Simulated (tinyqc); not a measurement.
# Ballistic Schottky-barrier transistor with a two-dimensional channel, WKB contacts: several studies

Source Fermi level 0, drain Fermi level -Vd. Far from the contacts Ec = pn - psi, and the gate moves psi one to one; the band edges relax as exp(-x/lam) from pn at the source and pn - Vd at the drain; Ev = Ec - Eg. A carrier of energy w inside the channel band meets at a contact a barrier of height D (the contact edge beyond the channel edge): T = 1 for w >= D, else exp(-S), S = 4 lam sqrt(m/C) [sqrt(D - w) - sqrt(w) arctan sqrt((D - w)/w)], C = hbar^2/(2 m0). The two contacts combine as Ts Td/(Ts + Td - Ts Td).

Values chosen for this exercise; channel values close to those of an ultrathin silicon body with silicide contacts: temperature T = 300 K; band gap Eg = 1.12 eV; barrier for electrons at both contacts pn = 0.76 eV; electron mass mn = 0.2 m0; hole mass mp = 0.24 m0; valleys or subbands g = 2; screening length at the contacts lam = 2 nm; drain bias Vd = 0.3 V; band shift psi of the channel by the gate ps = 0.67 V.

Constants: q = 1.602176634e-19 C, kB = 1.380649e-23 J/K, hbar = 1.054571817e-34 J s, h = 6.62607015e-34 J s, m0 = 9.1093837015e-31 kg, Vt = kB T/q, hbar^2/(2 m0) = 0.0380998212 eV nm^2. Results are converted to the units shown.

Each table varies one quantity; the others keep the values above.

## Ambipolar transfer curve

I/W = g (2 q^2/h) int T(w) [N(Es + w) - N(Ed + w)] dw with w the energy of motion along the channel, N(y) = (1/2 pi) sqrt(pi m kB T/C) Fm(-y/kB T), Fm(x) = (1/sqrt(pi)) int_0^infinity u^(-1/2)/(1 + exp(u - x)) du. Electrons: Ds = psi, Dd = psi - Vd, Es = Ec, Ed = Ec + Vd. Holes: Ds = -psi, Dd = Vd - psi, Es = -Ev, Ed = -Ev - Vd. The size of each current is taken; both flow from drain to source and add. The integrals are converged. Swing = d(psi)/d(log10 I).

Ambipolar transfer curve:

| ps (V) | electrons (uA/um) | holes (uA/um) | I (uA/um) | swing (mV/decade) |
|---|---|---|---|---|
| -0.29 | 9.554e-16 | 51.31 | 51.31 | -220.0 |
| -0.18 | 6.731e-14 | 12.26 | 12.26 | -143.4 |
| -0.07 | 4.743e-12 | 1.403 | 1.403 | -100.6 |
| 0.04 | 1.837e-10 | 0.1064 | 0.1064 | -99.78 |
| 0.15 | 1.889e-9 | 0.009380 | 0.009380 | -109.7 |
| 0.26 | 2.412e-8 | 0.001020 | 0.001020 | -114.3 |
| 0.37 | 3.785e-7 | 2.725e-5 | 2.763e-5 | -60.92 |
| 0.47 | 5.255e-6 | 5.694e-7 | 5.824e-6 | 112.9 |
| 0.58 | 1.056e-4 | 8.081e-9 | 1.056e-4 | 83.05 |
| 0.69 | 0.002323 | 1.147e-10 | 0.002323 | 81.14 |
| 0.8 | 0.04860 | 1.628e-12 | 0.04860 | 89.84 |
| 0.91 | 0.5302 | 2.311e-14 | 0.5302 | 128.7 |

I goes from 51.3 through a minimum of 5.82e-6 (at ps = 0.47 V among the rows listed) to 0.530 uA/um; the exact minimum lies at psi = 0.442 V. Holes carry the left branch and electrons the right. The ratio of the last row to the smallest is 91000 and of the first row 8.81e6, with barriers of 0.76 eV for electrons and 0.360 eV for holes. The steepest swing among the rows is 60.9 mV/decade, against the thermionic limit 59.5.

## Effect of the screening length

Same model as above.

Effect of the screening length:

| lam (nm) | current of the electrons (uA/um) | share over the barriers (%) | \|d psi/d log10\| of this current (mV/decade) |
|---|---|---|---|
| 0.5 | 0.6648 | 1.070e-8 | 65.34 |
| 1.6 | 0.005691 | 1.250e-6 | 76.53 |
| 2.6 | 1.922e-4 | 3.700e-5 | 89.31 |
| 3.7 | 1.169e-5 | 6.086e-4 | 106.3 |
| 4.8 | 1.470e-6 | 0.004838 | 126.1 |
| 5.9 | 3.106e-7 | 0.02290 | 148.6 |
| 6.9 | 1.045e-7 | 0.06808 | 171.2 |
| 8 | 4.082e-8 | 0.1742 | 198.4 |

Read the table: what changes, and by how much?

The current falls from 0.665 to 4.08e-8 uA/um, while the share over the barriers rises from 1.07e-8 to 0.174 %: the thermionic part does not depend on lam, and a thinner barrier adds tunnelling. The swing rises from 65.3 to 198 mV/decade.

## Barrier height from the temperature dependence

Same model as above.

The apparent barrier is -d ln(I_e/T^1.5)/d(q/kB T), taken between T - 10 K and T + 10 K for the electron current.

Barrier height from the temperature dependence:

| ps (V) | electrons (uA/um) | Ec (eV) | apparent barrier (eV) |
|---|---|---|---|
| -0.25 | 4.49e-15 | 1.01 | 1.01 |
| -0.18 | 6.73e-14 | 0.94 | 0.94 |
| -0.11 | 1.01e-12 | 0.87 | 0.87 |
| -0.04 | 1.51e-11 | 0.80 | 0.80 |
| 0 | 7.11e-11 | 0.76 | 0.76 |
| 0.1 | 6.43e-10 | 0.66 | 0.69 |
| 0.17 | 2.95e-9 | 0.59 | 0.64 |
| 0.24 | 1.49e-8 | 0.52 | 0.58 |
| 0.31 | 8.25e-8 | 0.45 | 0.52 |
| 0.38 | 4.90e-7 | 0.38 | 0.45 |
| 0.45 | 3.08e-6 | 0.31 | 0.39 |

For psi < 0 the channel edge is the highest point, and the apparent barrier follows Ec one to one (1.01 eV against 1.01). At flat band it is 0.760 eV (psi = 0 V), near pn = 0.76 eV. Beyond, the top stays at pn but tunnelling lowers the apparent value to 0.386 eV in the last row, so only the point where the line bends gives the true barrier.

Range of the model: No scattering, image-force lowering, channel charge or band-to-band tunnelling; parabolic kappa overstates S deep in the gap.

Program tinyqc, `OMP_NUM_THREADS=1 python tinyqc.py 2390022 2390023 out.jsonl`; Intel Xeon 2.30GHz, shared host, one thread, about 0.3 s.
